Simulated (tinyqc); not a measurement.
Worked calculation: MP2 on RHF in the sto-3g basis, for H4, spin multiplicity 1. Computed by tinyqc, a small Python program that keeps every step (integrals from PySCF). Settings: charge = 0, multiplicity = 1, basis = sto-3g, method = RHF, energy threshold = 1e-10, iteration cap = 78, orthogonalisation = symmetric, start = Wolfsberg-Helmholz matrix, DIIS depth = 6. Command: `OMP_NUM_THREADS=1 python tinyqc.py 23376 23377 out.jsonl` (the two numbers bound the seeds that draw the settings). One thread of a shared host (Intel(R) Xeon(R) Processor @ 2.60GHz), about 0.08 s of CPU time with the checks. The early iterations of the SCF are left out here.

## One-electron integrals

Geometry (angstrom):
```
atom         x         y         z
H     0.000000  0.000000  0.000000
H     0.000000  0.000000  0.911000
H     0.000000  0.000000  2.665000
H     0.000000  0.000000  3.575000
```

Basis sto-3g: exponents (1/bohr^2) and contraction coefficients of normalised primitives:
```
element  l (shell)  exponent  coefficient
H            s (1)  3.425251     0.154329
H            s (1)  0.623914     0.535328
H            s (1)  0.168855     0.444635
```

Overlap, kinetic and nuclear-attraction integrals over the contracted functions; the nuclear repulsion is the sum of Za Zb / Rab.

nuclear repulsion = 2.00931315 hartree

overlap S:
```
          1H 1s     2H 1s     3H 1s     4H 1s
1H 1s  1.000000  0.550348  0.036099  0.005037
2H 1s  0.550348  1.000000  0.176177  0.036169
3H 1s  0.036099  0.176177  1.000000  0.550968
4H 1s  0.005037  0.036169  0.550968  1.000000
```

kinetic energy T (hartree):
```
           1H 1s      2H 1s      3H 1s      4H 1s
1H 1s   0.760032   0.147710  -0.009495  -0.002708
2H 1s   0.147710   0.760032  -0.004712  -0.009503
3H 1s  -0.009495  -0.004712   0.760032   0.148157
4H 1s  -0.002708  -0.009503   0.148157   0.760032
```

nuclear attraction V (hartree):
```
           1H 1s      2H 1s      3H 1s      4H 1s
1H 1s  -2.128760  -1.144996  -0.063355  -0.008443
2H 1s  -1.144996  -2.282122  -0.318355  -0.063488
3H 1s  -0.063355  -0.318355  -2.282559  -1.146740
4H 1s  -0.008443  -0.063488  -1.146740  -2.129345
```

core Hamiltonian H = T + V (hartree):
```
           1H 1s      2H 1s      3H 1s      4H 1s
1H 1s  -1.368728  -0.997287  -0.072850  -0.011151
2H 1s  -0.997287  -1.522090  -0.323067  -0.072992
3H 1s  -0.072850  -0.323067  -1.522527  -0.998582
4H 1s  -0.011151  -0.072992  -0.998582  -1.369313
```

## Two-electron integrals

Functions are numbered as in S; the eight-fold symmetry (ij|kl) = (ji|kl) = (kl|ij) leaves the list below.

Two-electron integrals (ij|kl) in chemists' order, unique and non-zero (hartree):
```
(11|11) 0.774606   (21|11) 0.352340   (21|21) 0.198380   (22|11) 0.507968
(22|21) 0.352340   (22|22) 0.774606   (31|11) 0.014191   (31|21) 0.009200
(31|22) 0.019375   (31|31) 0.000618   (32|11) 0.053518   (32|21) 0.037746
(32|22) 0.088064   (32|31) 0.003078   (32|32) 0.016715   (33|11) 0.198518
(33|21) 0.132617   (33|22) 0.299209   (33|31) 0.014191   (33|32) 0.088064
(33|33) 0.774606   (41|11) 0.001534   (41|21) 0.001040   (41|22) 0.002314
(41|31) 0.000081   (41|32) 0.000433   (41|33) 0.002313   (41|41) 0.000011
(42|11) 0.008903   (42|21) 0.006158   (42|22) 0.014222   (42|31) 0.000546
(42|32) 0.003085   (42|33) 0.019412   (42|41) 0.000082   (42|42) 0.000620
(43|11) 0.093837   (43|21) 0.060896   (43|22) 0.132794   (43|31) 0.006152
(43|32) 0.037799   (43|33) 0.352844   (43|41) 0.001041   (43|42) 0.009230
(43|43) 0.198878   (44|11) 0.148021   (44|21) 0.093747   (44|22) 0.198592
(44|31) 0.008888   (44|32) 0.053547   (44|33) 0.508315   (44|41) 0.001534
(44|42) 0.014222   (44|43) 0.352844   (44|44) 0.774606
```

## Orthogonalisation

S = U s U^T; symmetric (Loewdin) form X = U s^(-1/2) U^T, so that X^T S X = 1.

eigenvalues of S: 0.387801  0.497609  1.430984  1.683606

X:
```
           1H 1s      2H 1s      3H 1s      4H 1s
1H 1s   1.149060  -0.349592   0.029808  -0.008455
2H 1s  -0.349592   1.165531  -0.118280   0.029832
3H 1s   0.029808  -0.118280   1.165976  -0.350196
4H 1s  -0.008455   0.029832  -0.350196   1.149499
```

## Starting guess

The start is the generalised Wolfsberg-Helmholz matrix (K = 1.75) built on H; D = 2 C_occ C_occ^T.

D at the start:
```
           1H 1s      2H 1s      3H 1s      4H 1s
1H 1s   0.543409   0.630509  -0.071675  -0.161124
2H 1s   0.630509   0.758312   0.058297  -0.071819
3H 1s  -0.071675   0.058297   0.757763   0.630278
4H 1s  -0.161124  -0.071819   0.630278   0.543443
```

## Iteration 5 (converged): orbitals

converged F (hartree):
```
           1H 1s      2H 1s      3H 1s      4H 1s
1H 1s  -0.283048  -0.516833  -0.049471  -0.001831
2H 1s  -0.516833  -0.294617  -0.133200  -0.049542
3H 1s  -0.049471  -0.133200  -0.295037  -0.517275
4H 1s  -0.001831  -0.049542  -0.517275  -0.283470
```

Diagonalise F' = X^T F X, C = X C', fill 2 alpha and 2 beta electrons from the bottom; D = 2 C_occ C_occ^T. Each column has its largest component positive (the first on a tie).

F' = X^T F X (hartree):
```
           1          2          3          4
1   0.004609  -0.523420   0.036220  -0.005846
2  -0.523420   0.014858  -0.133900   0.036243
3   0.036220  -0.133900   0.015067  -0.523982
4  -0.005846   0.036243  -0.523982   0.004819
```

orbital energies (hartree): MO1 -0.551051, MO2 -0.484475, MO3 0.430980, MO4 0.643898

coefficients C:
```
            MO1        MO2        MO3        MO4
1H 1s  0.364644   0.436468   0.754883   0.741751
2H 1s  0.403105   0.401340  -0.661970  -0.856613
3H 1s  0.405152  -0.399117  -0.659395   0.859518
4H 1s  0.366837  -0.434479   0.752691  -0.745025
```

D after iteration 5:
```
           1H 1s      2H 1s      3H 1s      4H 1s
1H 1s   0.646941   0.644325  -0.052931  -0.111743
2H 1s   0.644325   0.647136   0.006274  -0.053001
3H 1s  -0.052931   0.006274   0.646886   0.644066
4H 1s  -0.111743  -0.053001   0.644066   0.646682
```

## Convergence

Stop when the energy changes by less than 1e-10 hartree and every element of the error matrix X^T (F D S - S D F) X is below 3e-06.

Course of the cycle:
```
iteration  E (hartree)     change  largest element of the error matrix
1          -2.16437386          -                             9.61e-02
2          -2.17534168  -1.10e-02                             9.28e-03
3          -2.17544210  -1.00e-04                             1.86e-03
4          -2.17544633  -4.22e-06                             6.33e-07
5          -2.17544633  -4.79e-13                             1.16e-07
```

PySCF RHF in the same basis = -2.17544633 hartree

Converged in 5 iterations.

## Populations, bond orders and dipole

Mulliken: Z minus the diagonal of D S on the atom; Loewdin: the same with S^(1/2) D S^(1/2); Mayer order: 2 sum_s sum (D(s) S)_ij (D(s) S)_ji over the two atoms.

Charges (e):
```
atom   Mulliken    Loewdin
1H     0.000930  -0.001305
2H    -0.000927   0.001304
3H    -0.000940   0.001302
4H     0.000938  -0.001301
```

Mayer bond orders:
```
pair      order
2-1    0.987430
3-1   -0.000512
3-2    0.013081
4-1    0.013081
4-2   -0.000512
4-3    0.987430
```

dipole moment about the origin, x y z (debye): 0.000000  0.000000  0.000008

## Integrals over molecular orbitals

(pq|rs) = sum C_ip C_jq C_kr C_ls (ij|kl), one index at a time.

one-electron integrals over orbitals h = C^T H C (hartree):
```
           1          2          3          4
1  -1.605143   0.000107   0.089530  -0.000384
2   0.000107  -1.544090   0.000431   0.085399
3   0.089530   0.000431  -1.046231   0.000058
4  -0.000384   0.085399   0.000058  -0.906561
```

Two-electron integrals over orbitals (pq|rs), unique and non-zero (hartree):
```
(11|11) 0.424239    (21|11) -0.001182   (21|21) 0.216516    (22|11) 0.423185
(22|21) 0.001075    (22|22) 0.429762    (31|11) -0.030290   (31|21) -0.000207
(31|22) -0.005023   (31|31) 0.102734    (32|11) -0.000422   (32|21) 0.049195
(32|22) 0.000206    (32|31) 0.000373    (32|32) 0.094652    (33|11) 0.417747
(33|21) 0.000714    (33|22) 0.419551    (33|31) -0.010010   (33|32) 0.000123
(33|33) 0.434505    (41|11) 0.000209    (41|21) -0.009811   (41|22) 3.01e-06
(41|31) -0.000500   (41|32) 0.084019    (41|33) 0.000030    (41|41) 0.089666
(42|11) -0.039362   (42|21) -0.000168   (42|22) -0.016487   (42|31) 0.102491
(42|32) 0.000528    (42|33) -0.014031   (42|41) -0.000365   (42|42) 0.106310
(43|11) -0.001110   (43|21) 0.210090    (43|22) 0.001095    (43|31) -0.000184
(43|32) 0.050845    (43|33) 0.000785    (43|41) -0.007617   (43|42) -0.000158
(43|43) 0.223173    (44|11) 0.437215    (44|21) -0.000795   (44|22) 0.436002
(44|31) -0.034041   (44|32) -0.000365   (44|33) 0.447134    (44|41) 0.000197
(44|42) -0.042689   (44|43) -0.000803   (44|44) 0.471964
```

## Second-order Moller-Plesset energy

Hartree-Fock energy = -2.17544633 hartree

E2 = sum_ijab (ia|jb) [2 (ia|jb) - (ib|ja)] / (e_i + e_j - e_a - e_b) over occupied i, j and virtual a, b; the opposite-spin part is (ia|jb)^2 / denominator, the rest is same-spin, and SCS-MP2 scales them by 6/5 and 1/3.

Terms:
```
i  j  a  b    (ia|jb)    (ib|ja)  denominator       term
1  2  3  4   0.102491   0.084019    -2.110404  -0.005875
2  1  4  3   0.102491   0.084019    -2.110404  -0.005875
1  1  3  3   0.102734   0.102734    -1.964062  -0.005374
2  2  4  4   0.106310   0.106310    -2.256746  -0.005008
2  2  3  3   0.094652   0.094652    -1.830910  -0.004893
1  1  4  4   0.089666   0.089666    -2.389898  -0.003364
2  1  3  4   0.084019   0.102491    -2.110404  -0.002609
1  2  4  3   0.084019   0.102491    -2.110404  -0.002609
2  2  3  4   0.000528   0.000528    -2.043828  -1.36e-07
2  2  4  3   0.000528   0.000528    -2.043828  -1.36e-07
1  1  4  3  -0.000500  -0.000500    -2.176980  -1.15e-07
1  1  3  4  -0.000500  -0.000500    -2.176980  -1.15e-07
2  1  3  3   0.000373   0.000373    -1.897486  -7.33e-08
1  2  3  3   0.000373   0.000373    -1.897486  -7.33e-08
2  1  4  4  -0.000365  -0.000365    -2.323322  -5.73e-08
1  2  4  4  -0.000365  -0.000365    -2.323322  -5.73e-08
```

Pair energies (hartree; pair i-j sums ij and ji):
```
pair  opposite spin  same spin
1-1       -0.008738          0
2-1       -0.016645  -0.000323
2-2       -0.009901          0
```

MP2 correlation energy = -0.03560794 hartree

SCS-MP2 correlation energy = -0.04244925 hartree

MP2 total energy = -2.21105426 hartree
